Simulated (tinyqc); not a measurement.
## In-plane mass from two subband densities

Problem. At zero temperature each occupied subband holds N_k = D (EF - E_k), D = md m0 q/(pi hbar^2) per eV. Two subbands are occupied. Find md, EF - E1 and EF - E2.

Constants: q = 1.602176634e-19 C, hbar = 1.054571817e-34 J s, m0 = 9.1093837015e-31 kg. Results are converted to the units shown.

N1, N2 (cm^-2): 1.0591937e12  7.6e10
E2 - E1 = 35.5 meV

Answer. N1 - N2 = D (E2 - E1) gives D and so md; each N_k/D is a distance to EF.

md = 0.0663 m0
EF - E1 = 38.2 meV
EF - E2 = 2.74 meV

Computed by the program tinyqc: `OMP_NUM_THREADS=1 python tinyqc.py 2140049 2140050 out.jsonl`, one thread of a shared Intel Xeon 2.30GHz, about 0.3 s for the whole run.
